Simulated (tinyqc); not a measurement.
## Area and perimeter leakage from two diodes

Inverse problem. A square diode and a finger diode leak I = JA area + JP perimeter. Find JA, JP and the side of the square at which both parts are equal.

areas (um^2): [10000, 148000]
perimeters (um): [400, 59940]
leakage currents (pA): [0.0884, 6.2241400]

Solution. Two linear equations give JA and JP; for a square of side a, JA a^2 = 4 JP a at a = 4 JP/JA.

JA = 5.20e-10 A/cm^2
JP = 9.10e-13 A/cm
side for equal parts = 70.0 um

Numbers from tinyqc (`OMP_NUM_THREADS=1 python tinyqc.py 2290070 2290071 out.jsonl`; about 0.01 s on one thread of a shared Intel Xeon 2.30GHz).
